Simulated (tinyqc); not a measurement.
# Double-gate transistor, scale length and short-channel effects, step by step

Computed by the program tinyqc: `OMP_NUM_THREADS=1 python tinyqc.py 2420119 2420120 out.jsonl`, one thread of a shared Intel Xeon 2.30GHz, about 0.01 s for the whole run. Printed values are rounded.

A body of thickness ts between two insulators of thickness ti and two tied gates. Below threshold the potential that source and drain add obeys Laplace's equation and vanishes on the gate. Its lowest mode decays along the channel as exp(-k y); k is the smallest positive root of the matching condition at the interface, and the scale length is Lambda = pi/k.

Values chosen for this exercise; permittivities: semiconductor made up, insulator close to that of zirconium oxide: temperature T = 273 K; relative permittivity of the semiconductor eps_r = 17.3; relative permittivity of the insulator ei = 23.8; insulator thickness ti = 3.6 nm; body thickness ts = 8.9 nm; channel length L = 38 nm; potential of the source Vbi = 0.93 V; potential of the barrier top at threshold sT = 0.42 V; long-channel threshold VTL = 0.29 V; long-channel body factor m = 1; drain voltage Vds = 0.7 V.

Constants: q = 1.602176634e-19 C, kB = 1.380649e-23 J/K, Vt = kB T/q. Results are converted to the units shown.

## Scan of the matching condition

k, point 0 to 7 (1/nm): 0.03375  0.0675  0.10125  0.135  0.16875  0.2025  0.23625  0.27

f(k) = ei cos(k ti) cos(k ts/2) - eps_r sin(k ti) sin(k ts/2).

f(k), point 0 to 7: 23.04488  20.83481  17.33163  12.79187  7.54787  1.98349  -3.49415  -8.48443

The first change of sign lies between k = 0.2025 and 0.23625 1/nm.

## Iteration 1: decay constant by Newton steps

k at the start = 0.2362500 1/nm

f(k) = ei cos(k ti) cos(k ts/2) - eps_r sin(k ti) sin(k ts/2); f' by a central difference with +/- 1e-5 1/nm; k(new) = k - f/f'.

f = -3.494146
f' = -156.9979 nm
k after iteration 1 = 0.2139940 1/nm

## Iteration 2: decay constant by Newton steps

As before.

f = 0.08773629
f' = -164.0235 nm
k after iteration 2 = 0.2145289 1/nm

## Course of the iteration: decay constant by Newton steps

Stop when k changes by less than 1e-10 1/nm, or after 30 iterations.

Course of the iteration:
```
iteration   k (1/nm)  |change| (1/nm)
1          0.2139940           0.0223
2          0.2145289          5.35e-4
3          0.2145291          1.75e-7
4          0.2145291         1.91e-14
```

Converged in 4 iterations. The change falls from 0.022 in the first iteration to below the tolerance in the last.

## Scale length against simple estimates

k = 0.2145291 1/nm

Lambda = pi/k and l = 1/k. A parabolic potential across the structure gives l(parabolic) = sqrt((eps_r/(2 ei)) ts ti (1 + ei ts/(4 eps_r ti))).

Lambda = 14.64413 nm
l = 4.661373 nm
l(parabolic) = 4.641771 nm

The parabolic estimate is 0.42 % below l.

## Threshold shift, barrier position and swing

Along the channel psi(y) = s + a exp(y/l) + b exp(-y/l) with psi(0) = Vbi, psi(L) = Vbi + Vds and l = 1/k = Lambda/pi; with A = Vbi - s, B = A + Vds, x = exp(-L/l): a = (B - A x) x/(1 - x^2), b = (A - B x)/(1 - x^2). The minimum is s + 2 sqrt(a b), at y = (l/2) ln(b/a). The long-channel potential follows the gate as s = sT + (Vg - VTL)/m, and the threshold VT is the gate voltage at which the minimum equals sT. Swing = m Vt ln 10/g at threshold, g = d(minimum)/ds = 1 - (b x + a)/((1 + x) sqrt(a b)).

s at threshold = 0.3923166 V
a = 3.565670e-4 V
b = 0.5373269 V
position of the minimum = 17.05559 nm
VT = 0.2623166 V
swing = 56.24650 mV/decade

The threshold lies 27.7 mV below the long-channel value, and the barrier top sits at 0.45 L from the source.
